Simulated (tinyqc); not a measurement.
Bias-temperature instability from a Gaussian distribution of capture and emission barriers. Inputs raised by 5 %, one at a time. Computed by tinyqc, a small Python program. Command: `OMP_NUM_THREADS=1 python tinyqc.py 3009901 3009902 out.jsonl bti sens`. One thread of a shared host (Intel(R) Xeon(R) Processor @ 2.30GHz), about 0.02 s of CPU time with the checks.

Each trap has a capture time tau_0 exp(E_c/(k_B T)) under stress and an emission time tau_0 exp(E_e/(k_B T)) after it. E_c is Gaussian, and E_e = E_c + d with d Gaussian and independent. A trap counts as filled once t_s exceeds its capture time and as emptied once t_r exceeds its emission time.

Inputs (values chosen for the exercise, for a model p-channel transistor):
```
quantity                                       value        unit
shift with all traps filled V_max                370          mV
mean capture barrier at zero field mu_c         1.55          eV
spread of capture barriers sigma_c              0.39          eV
lowering of mu_c per field k_F                 0.053  eV/(MV/cm)
oxide field F                                    7.2       MV/cm
mean of E_e - E_c at the stress field, delta   -0.25          eV
spread of E_e - E_c, sigma_d                    0.32          eV
time constant tau_0                            9e-10           s
temperature T                                    105           C
stress time t_s                                    3           s
recovery time t_r                             0.0006           s
```

Constants: k_B = 8.617333262e-05 eV/K.

Method:
- Demarcation energies E_s = k_B T ln(t_s/tau_0), E_r = k_B T ln(t_r/tau_0); mean barrier mu = mu_c - k_F F; z = (E_s - mu)/sigma_c; Phi is the standard normal distribution.
- Temperatures in kelvin are T(C) + 273.15.
- Shift without recovery dV0 = V_max Phi(z); local time exponent n = d ln dV0/d ln t_s = (k_B T/sigma_c) exp(-z^2/2)/(sqrt(2 pi) Phi(z)); apparent activation energy n E_s.
- Remaining shift dV = V_max int_(-infinity)^(E_s) g(E_c) [1 - Phi((E_r - E_c - delta)/sigma_d)] dE_c, g the Gaussian density of E_c (Gauss-Legendre, 120 points over 7 sigma_c below E_s).

Runs; columns: (1) input moved; (2) from; (3) to; (4) shift without recovery dV0 (mV); (5) time exponent n; (6) remaining shift dV (mV); (7) apparent activation energy (eV):
```
(1)                                                   (2)      (3)     (4)      (5)     (6)      (7)
base run                                                -        -  45.236  0.13852  14.840  0.09898
mean capture barrier at zero field mu_c (eV)         1.55   1.6275  32.013  0.15228  10.866  0.10881
spread of capture barriers sigma_c (eV)              0.39   0.4095  49.526  0.12832  15.710  0.09169
lowering of mu_c per field k_F (eV/(MV/cm))         0.053  0.05565  49.010  0.13518  15.934  0.09659
mean of E_e - E_c at the stress field, delta (eV)   -0.25  -0.2625  45.236  0.13852  14.262  0.09898
stress time t_s (s)                                     3     3.15  45.542  0.13824  15.004  0.09900
recovery time t_r (s)                              0.0006  0.00063  45.236  0.13852  14.766  0.09898
```

Exponents ln(y'/y) / ln(x'/x):
```
input                                         shift without recovery dV0  time exponent n  remaining shift dV  apparent activation energy
mean capture barrier at zero field mu_c                           -7.086            1.942              -6.388                       1.942
spread of capture barriers sigma_c                                 1.857           -1.567               1.167                      -1.567
lowering of mu_c per field k_F                                     1.642           -0.500               1.458                      -0.500
mean of E_e - E_c at the stress field, delta                       0.000            0.000              -0.814                       0.000
stress time t_s                                                    0.138           -0.041               0.225                       0.004
recovery time t_r                                                  0.000            0.000              -0.102                       0.000
```

Among the inputs moved here: shift without recovery dV0 answers most in size to mean capture barrier at zero field mu_c (exponent -7.086), next to spread of capture barriers sigma_c (+1.857); its exponent is below 0.0005 for mean of E_e - E_c at the stress field, delta, recovery time t_r. Its exponent 0.000 in recovery time t_r: no recovery is counted in dV0. Time exponent n answers most in size to mean capture barrier at zero field mu_c (exponent +1.942), next to spread of capture barriers sigma_c (-1.567); its exponent is below 0.0005 for mean of E_e - E_c at the stress field, delta, recovery time t_r. Remaining shift dV answers most in size to mean capture barrier at zero field mu_c (exponent -6.388), next to lowering of mu_c per field k_F (+1.458). Apparent activation energy answers most in size to mean capture barrier at zero field mu_c (exponent +1.942), next to spread of capture barriers sigma_c (-1.567); its exponent is below 0.0005 for mean of E_e - E_c at the stress field, delta, recovery time t_r.

Caution (all rows): part of the filled traps have an emission barrier near or below zero, which means only that they empty at once.
